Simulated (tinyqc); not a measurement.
## Area and perimeter leakage from two diodes

Question. A square diode and a finger diode leak I = JA area + JP perimeter. Find JA, JP and the side of the square at which both parts are equal.

areas (um^2): [40000, 88000]
perimeters (um): [800, 18480]
leakage currents (pA): [3.4128000, 7.7756800]

Solution. Two linear equations give JA and JP; for a square of side a, JA a^2 = 4 JP a at a = 4 JP/JA.

JA = 8.50e-9 A/cm^2
JP = 1.60e-13 A/cm
side for equal parts = 0.753 um

Computed by the program tinyqc: `OMP_NUM_THREADS=1 python tinyqc.py 2290094 2290095 out.jsonl`, one thread of a shared Intel Xeon 2.30GHz, about 0.01 s for the whole run.
